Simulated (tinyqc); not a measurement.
## Channel resistance from two points of the on-state curve

Inverse problem. In the p-i-n model Von = V1 + 2 Vt ln(J/(1 A/cm^2)) + J Rch, with V1 independent of J. Find Rch and V1.

Parameters, values chosen for the exercise: temperature T = 300 K.

Constants: q = 1.602176634e-19 C, kB = 1.380649e-23 J/K, Vt = kB T/q. Results are converted to the units shown.

Von at J = 30 and 90 A/cm^2 (V): [0.88895177, 1.0957544]

Answer. Remove the logarithmic junction term; the rest is linear in J.

Rch = 2.50 mohm cm^2
V1 = 0.638 V

Program tinyqc, `OMP_NUM_THREADS=1 python tinyqc.py 2590044 2590045 out.jsonl`; Intel Xeon 2.30GHz, shared host, one thread, about 0.01 s.
